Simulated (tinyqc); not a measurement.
MOS capacitor on a p-type substrate, surface potential from the exact charge relation: one step of the calculation.

Uniform p-type substrate, Boltzmann statistics, full ionisation, classical densities. psi is the surface potential against the body (positive when the bands bend down) and u = psi/Vt. Traps are spread evenly over the gap and neutral at flat band, so their charge is -q Dit psi; the minority quasi-Fermi level is shifted by Vb.

Question. Newton step for the surface potential. u = psi/Vt; F^2 = exp(-u) + u - 1 + r (exp(u) - u - 1); Qs = -sign(u) Q0 F; Cs = -dQs/dpsi = (Q0/Vt) |1 - exp(-u) + r (exp(u) - 1)|/(2 F). f = Vfb + psi + (q Dit psi - Qs)/Cox - Vg, f' = 1 + (Cs + q Dit)/Cox, psi(new) = psi - f/f'.

Values chosen for this exercise; band and dielectric values close to those of silicon:
```
symbol,value,unit,meaning
T,325,K,temperature
Dit,1.6e10,cm^-2 eV^-1,density of interface traps
Vg,2.04,V,gate voltage against the body
```

Constants: q = 1.602176634e-19 C, kB = 1.380649e-23 J/K, Vt = kB T/q. Results are converted to the units shown.

psi after iteration 1 = 1.5338648 V
Cox = 0.57552221 uF/cm^2
Vfb = -0.35873043 V
Q0 = 5.0101127 nC/cm^2
r = 2.7921938e-10

Give: u; F; Qs; Cs; f; f'; psi after iteration 2.

Answer.

u = 54.77
F = 1.306e7
Qs = -6.541e7 nC/cm^2
Cs = 1.168e6 uF/cm^2
f = 1.137e5 V
f' = 2.029e6
psi after iteration 2 = 1.478 V

This iterate lies far beyond the solution, so its charge is not a physical one.

tinyqc, about 0.01 s, one thread, Intel Xeon 2.30GHz (shared host): `OMP_NUM_THREADS=1 python tinyqc.py 2060055 2060056 out.jsonl`
